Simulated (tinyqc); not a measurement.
From results back to parameters: Koster-Slater impurity in an sp3s* host.

Problem. In the Koster-Slater model a defect shifts the s level of its site by Vs and the p levels by Vp; an A1 level solves 1/Vs = G_s(E) and a T2 level 1/Vp = G_p(E), E from the top of the valence band. A defect has an A1 level at E = 0.9435 eV, one of the energies of the table, and a T2 level at 0.5661 eV.

G(E) of the host (1/eV):
```
E (eV)         G_s         G_p
0.0000  -0.0974603  -0.0040130
0.1887  -0.1161637  -0.0341716
0.3774  -0.1377238  -0.0577842
0.5661  -0.1632949  -0.0798333
0.7548  -0.1946025  -0.1024077
0.9435  -0.2344317  -0.1272694
1.1322  -0.2877063  -0.1567363
1.3209  -0.3643167  -0.1948834
1.5095  -0.4888732  -0.2509883
```

Find: Vs, Vp.

Solution. Read G_s and G_p at the two energies and invert them. Vs is attractive and pulls its level down from the conduction bands. Vp is attractive and pulls its level down from the conduction bands.

Vs, Vp (eV): -4.3  -12.5

(tinyqc, `OMP_NUM_THREADS=1 python tinyqc.py 1452246 1452247 out.jsonl`, Intel(R) Xeon(R) Processor @ 2.30GHz, 1 thread, shared host, about 0.04 s.)
